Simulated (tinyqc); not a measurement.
Donors on two lattice sites with valley-orbit split states: sweeps and comparisons. A value that a table varies takes the place of the one given here.

Each donor binds at most one electron, in any of its states. For a site s, W_s = sum over its states of g exp(E/kT), and the ionised share is 1/(1 + W_s exp(eta)), eta = (EF - Ec)/kT; n = Nc F_1/2(eta); neutrality n + NA = ND x (mean ionised share, the two sites in equal numbers); holes are neglected. Nc from N = 2 (m kB T/(4 pi c))^(3/2) with c = hbar^2/2m0, in 1/angstrom^3; times 1e24 for 1/cm^3, m = md. F_j(eta) = (1/Gamma(j + 1)) integral_0^infinity x^j dx/(1 + exp(x - eta)), which tends to exp(eta) for eta << 0.

Mobility (Caughey-Thomas form): mu = mu0 + (mu1 (T/300)^(-ga) - mu0)/(1 + ((ND + NA)/Nr)^de); rho = 1/(e n mu), e = 1.602176634e-19 C.

Constants: hbar^2/2m0 = 3.80998211 eV angstrom^2; kB = 8.617333262e-05 eV/K.

Values chosen for the exercise (near those of nitrogen in 4H-SiC; the results hold for these values, not for the real material):

| symbol | value | unit | meaning |
|---|---|---|---|
| md | 0.809 | m0 | density-of-states mass of the conduction band |
| E | (56.2, 49.2, 114.2, 70.5) | meV | binding energies of h ground, h excited, k ground, k excited |
| g | (2, 4, 2, 4) |  | their degeneracies with spin |
| ND | 6.8e+16 | 1/cm^3 | donors, half on each site |
| NA | 0 | 1/cm^3 | compensating acceptors, all ionised |
| T | 250 | K |  |
| mu0 | 40 | cm^2/(V s) | mobility at heavy doping |
| mu1 | 936 | cm^2/(V s) | mobility at light doping and 300 K |
| Nr | 1.8e+17 | 1/cm^3 | reference doping |
| de | 0.61 |  | doping exponent |
| ga | 2.4 |  | temperature exponent |

## What the excited states change

The last columns keep only the ground state of each site (g = 2).

Results:

| T (K) | effective degeneracy, h site | eta | n (1/cm^3) | n, ground states only | ratio |
|---|---|---|---|---|---|
| 40 | 2.52 | -10.25 | 3.15e+13 | 3.54e+13 | 0.890 |
| 60 | 3.03 | -7.93 | 5.85e+14 | 7.19e+14 | 0.814 |
| 80 | 3.45 | -6.89 | 2.57e+15 | 3.33e+15 | 0.771 |
| 110 | 3.91 | -6.18 | 8.43e+15 | 1.11e+16 | 0.757 |
| 150 | 4.33 | -5.87 | 1.83e+16 | 2.27e+16 | 0.804 |
| 200 | 4.66 | -5.80 | 3.02e+16 | 3.43e+16 | 0.881 |
| 250 | 4.89 | -5.81 | 4.18e+16 | 4.58e+16 | 0.912 |
| 300 | 5.05 | -5.88 | 5.10e+16 | 5.50e+16 | 0.929 |
| 400 | 5.26 | -6.14 | 6.08e+16 | 6.35e+16 | 0.958 |
| 500 | 5.40 | -6.41 | 6.44e+16 | 6.60e+16 | 0.975 |

The effective degeneracy grows from 2.52 to 5.40. Excited states hold electrons back, so the ratio is never above 1; it is lowest, 0.757, at 110 K of those listed, and 0.929 at 300 K. At low T the excited states empty out, and at high T more donors are ionised (n is 95 % of ND - NA in the last row), so the effect is largest in between.

## Ionisation and resistivity against doping

NA = 0.

Results:

| ND (1/cm^3) | n (1/cm^3) | n/ND | mu (cm^2/(V s)) | rho (ohm cm) | rho at full ionisation |
|---|---|---|---|---|---|
| 1.0e+14 | 9.98e+13 | 0.998 | 1435 | 43.6 | 43.5 |
| 1.0e+15 | 9.80e+14 | 0.980 | 1393 | 4.57 | 4.48 |
| 1.0e+16 | 8.61e+15 | 0.861 | 1243 | 0.583 | 0.502 |
| 3.0e+16 | 2.19e+16 | 0.730 | 1096 | 0.260 | 0.190 |
| 1.0e+17 | 5.59e+16 | 0.559 | 870 | 0.128 | 0.0717 |
| 3.0e+17 | 1.22e+17 | 0.407 | 636 | 0.0804 | 0.0327 |
| 1.0e+18 | 2.66e+17 | 0.266 | 407 | 0.0578 | 0.0154 |
| 2.0e+18 | 4.03e+17 | 0.201 | 304 | 0.0510 | 0.0103 |

From 1e16 to 1e18 1/cm^3 rho falls by a factor 10.1, not 100: the mobility takes a factor 3.06 and incomplete ionisation 3.24. n/ND is below 0.9 from 1e+16 1/cm^3 on. Near 1e19 1/cm^3 and above the levels merge with the band, and already below that screening lowers the binding energy, so the last rows understate n.

## Compensation sets the slope of the freeze-out

NA = K ND. The slope energy is -d ln(n T^(-p))/d(1/kT) between 50 and 60 K, with p = 3/4 for K = 0 and p = 3/2 otherwise.

Results:

| K | n(50 K) (1/cm^3) | n(60 K) (1/cm^3) | slope energy (meV) |
|---|---|---|---|
| 0 | 1.81e+14 | 5.85e+14 | 26.85 |
| 0.0010 | 1.50e+14 | 5.52e+14 | 26.66 |
| 0.010 | 4.43e+13 | 3.33e+14 | 45.11 |
| 0.050 | 8.66e+12 | 8.96e+13 | 53.35 |
| 0.20 | 1.45e+12 | 1.53e+13 | 53.98 |
| 0.50 | 1.36e+09 | 4.62e+10 | 84.10 |

Without acceptors the slope is 26.85 meV, against half the h-site ground-state energy, 28.10; with K = 0.05 it is 53.35 meV, against the full 56.2. The full energy (less a few meV where excited levels lie within a few kT) shows where n is far below NA, since the acceptors then hold EF near the donor level: n(60 K)/NA is 8.1 for K = 0.001 and 0.026 for K = 0.05; for K = 0.001 the sample is still in or near the uncompensated regime, where p = 3/2 is the wrong power, so that slope means little. At K = 0.5 the acceptors have taken as many electrons as there are h sites, EF sits between the two levels, and the slope is 84.1 meV against their mean of 85.2.

## What moves the carrier density

All results formed anew. Each row changes one parameter from the base and keeps the others.

Results:

| case | eta | n (1/cm^3) | rho (ohm cm) |
|---|---|---|---|
| base | -5.805 | 4.179e+16 | 0.1575 |
| E = (61.2, 49.2, 114.2, 70.5) meV | -5.814 | 4.142e+16 | 0.1589 |
| md = 0.89 m0 | -5.915 | 4.320e+16 | 0.1524 |
| ND = 1.36e+17 1/cm^3 | -5.288 | 7.003e+16 | 0.1107 |
| NA = 6.8e+15 1/cm^3 | -5.936 | 3.666e+16 | 0.1832 |
| T = 280 K | -5.842 | 4.773e+16 | 0.1802 |
| Nr = 3.6e+17 1/cm^3 | -5.805 | 4.179e+16 | 0.1389 |

The largest shifts from the base row, up to three for each result and ties (the steps differ in size, so this ranks the rows, not the parameters). eta: ND +0.517, NA -0.131, md -0.110; unchanged at the printed digits by Nr. n (1/cm^3): ND +2.82e+16, T +5.93e+15, NA -5.13e+15; unchanged at the printed digits by Nr. rho (ohm cm): ND -0.0468, NA +0.0257, T +0.0227.

Run: tinyqc, `OMP_NUM_THREADS=1 python tinyqc.py 1651084 1651085 out.jsonl`; Intel(R) Xeon(R) Processor @ 2.30GHz, one thread, shared host; about 0.01 s of CPU time with all checks.
